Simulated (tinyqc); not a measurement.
Nucleation and growth against temperature: classical nucleation, growth and JMAK kinetics of crystallisation from a melt or glass. Computed by tinyqc, a small Python program. Command: `OMP_NUM_THREADS=1 python tinyqc.py 3016303 3016304 out.jsonl nucl walk`. One thread of a shared host (Intel(R) Xeon(R) Processor @ 2.30GHz), about 0.01 s of CPU time with the checks.

A spherical nucleus cap on a flat wall with a sharp interface of isotropic energy gamma; lambda = Omega^(1/3) is the jump distance.

Inputs (values chosen for the exercise, for a model substance):
```
quantity,value,unit
melting point T_m,1410,K
heat of melting per volume H,3120,J/cm^3
interface energy gamma,0.371,J/m^2
atomic volume Omega,14.2,angstrom^3
diffusion prefactor D0,6.2e-05,m^2/s
activation energy Q,2.13,eV
contact angle theta,40,degrees
wall area per volume S_v,4.9e+06,1/m
```

Nucleation: on a flat wall. Driving force: Thompson-Spaepen.

Constants: k_B = 1.380649e-23 J/K; k_B = 8.617333262e-05 eV/K.

Method:
- Driving force per volume: dG = H [(T_m - T)/T_m] [2 T/(T_m + T)].
- Shape factor f = (2 + cos theta)(1 - cos theta)^2/4.
- W(r) = f [4 pi r^2 gamma - (4/3) pi r^3 dG]; r* = 2 gamma/dG; W* = f 16 pi gamma^3/(3 dG^2); n* = f (4/3) pi r*^3/Omega.
- D = D0 exp(-Q/(k_B T)); attachment rate k+ = (A*/lambda^2) D/lambda^2 with A* = 2 pi r*^2 (1 - cos theta); Zeldovich factor Z = sqrt(W*/(3 pi k_B T))/n*; sites per volume N = S_v/lambda^2; I = N Z k+ exp(-W*/(k_B T)); lag time = 1/(4 pi Z^2 k+).
- Growth (Wilson-Frenkel): u = (D/lambda) [1 - exp(-dG Omega/(k_B T))].
- JMAK with steady nucleation and growth, nuclei spread at random: extended fraction X_e = (pi/3) I u^3 t^4, X = 1 - exp(-X_e); t_X = [-3 ln(1 - X)/(pi I u^3)]^(1/4); final grains per volume = Gamma(5/4) (3/pi)^(1/4) (I/u)^(3/4), Gamma(5/4) = 0.9064024771.
- Grain size = (grains per volume)^(-1/3). Rows are kept where W*/(k_B T) < 70.

Rates:
```
T (K),W*/(k_B T),I (1/(m^3 s)),u (m/s),t_0.5 (s),grain size (micrometre)
705,3.076,4.3497e+24,1.1863e-10,1.7375e+01,2.3704e-03
776,3.047,1.0555e+26,2.7538e-09,7.4028e-01,2.3443e-03
846,3.165,1.2536e+27,3.5620e-08,5.8465e-02,2.3949e-03
916,3.455,8.4069e+27,3.0291e-07,7.2955e-03,2.5414e-03
987,4.000,3.2714e+28,1.8802e-06,1.3209e-03,2.8561e-03
1058,4.971,6.4202e+28,8.7307e-06,3.5280e-04,3.5422e-03
1128,6.759,4.4352e+28,3.0933e-05,1.4985e-04,5.3306e-03
1198,10.541,3.5257e+27,8.6713e-05,1.3026e-04,1.2990e-02
1255,17.911,5.5395e+24,1.6646e-04,4.0119e-04,7.6799e-02
1297,31.501,1.2923e+19,2.3435e-04,7.9425e-03,2.1405e+00
```

What does the comparison show, and why?

Among these rows I peaks at 1058 K, u at 1297 K and the change is fastest at 1198 K, between the two. Growth has no barrier W*, so it peaks nearer T_m than nucleation. The grain size goes as (u/I)^(1/4), from 0.0024 micrometre at the lowest T to 2.1 at the highest. Caution: in the coldest rows the nucleus has under 20 atoms or the barrier is under 10 k_B T, where the capillary model and steady rates are only a guide.

Extremes, crossings and ranges named in words are read from the listed rows.
